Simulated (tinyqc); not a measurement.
Front-illuminated p-i-n photodiode, quantum efficiency and bandwidth: two steps of the calculation.

Light enters through a p layer (0 to xp), a depleted layer (xp to xp + wi) and a thick n substrate, decaying as exp(-al x); one pass, no back reflection. Carriers made in the depleted layer are all collected; those in the neutral layers diffuse.

Inputs (values chosen for the exercise); values close to those of gallium arsenide at this wavelength: wavelength lam = 850 nm; absorption coefficient al = 10200 1/cm; reflectance of the front face Rf = 0.02; relative permittivity eps_r = 12.8; thickness of the front p layer xp = 0.17 um; thickness of the depleted layer wi = 1.4 um; electron diffusion coefficient in the p layer Dn = 42 cm^2/s; electron diffusion length in the p layer Ln = 0.27 um; recombination velocity of the front surface S = 600 cm/s; hole diffusion length in the thick n substrate Lp = 6.5 um; electron drift velocity ve = 8.26e6 cm/s; hole drift velocity vh = 5.64e6 cm/s; diameter dia = 430 um; load resistance RL = 50 ohm; parasitic capacitance Cp = 40 fF; modulation frequency f = 27 GHz.

Constants: q = 1.602176634e-19 C, h = 6.62607015e-34 J s, c = 299792458 m/s, eps0 = 8.8541878128e-14 F/cm where lengths are in cm. Results are converted to the units shown.

Task 1. Quantum efficiency. k = al Ln, s = S Ln/Dn, e = exp(-al xp); front layer f1 = (k/(k^2 - 1)) {[s + k - e (s cosh(xp/Ln) + sinh(xp/Ln))]/[s sinh(xp/Ln) + cosh(xp/Ln)] - k e}; depleted layer f2 = e (1 - exp(-al wi)); substrate f3 = e exp(-al wi) al Lp/(1 + al Lp); external efficiency (1 - Rf)(f1 + f2 + f3); responsivity = efficiency q lam/(h c).

Wanted: s; f1; f2; f3; external efficiency; responsivity.

Result 1.

s = 3.8571e-4
f1 = 0.14064
f2 = 0.63919
f3 = 0.17519
external efficiency = 0.93591
responsivity = 0.64164 A/W

The front layer absorbs 15.9 % of the light that enters and collects 88.3 % of that. Diffusion from the neutral layers makes up 33.1 % of the current.

Task 2. Response at one frequency. Drift response for pairs made in the depleted layer, a = al wi, g = 1 - exp(-a), u = 2 pi i f, te = wi/ve, th = wi/vh: electrons He = [g - a (exp(-a) - exp(-u te))/(u te - a)]/(u te g), holes Hh = [g - a (1 - exp(-a - u th))/(a + u th)]/(u th g); C = eps0 eps_r pi (dia/2)^2/wi + Cp; total |He + Hh|/sqrt(1 + (2 pi f RL C)^2), for the current of the depleted layer alone.

Wanted: te; th; He; Hh; |He + Hh|; C; total response.

Result 2.

te = 16.95 ps
th = 24.82 ps
He = 0.2433-0.4089i
Hh = 0.1127-0.2215i
|He + Hh| = 0.7240
C = 1.180e4 fF
total response = 0.007235

The drift response alone falls to 1/sqrt(2) at 28.0 GHz and the RC term alone at 0.270 GHz; together they give 0.270 GHz.

Numbers from tinyqc (`OMP_NUM_THREADS=1 python tinyqc.py 2250012 2250013 out.jsonl`; about 0.01 s on one thread of a shared Intel Xeon 2.30GHz).
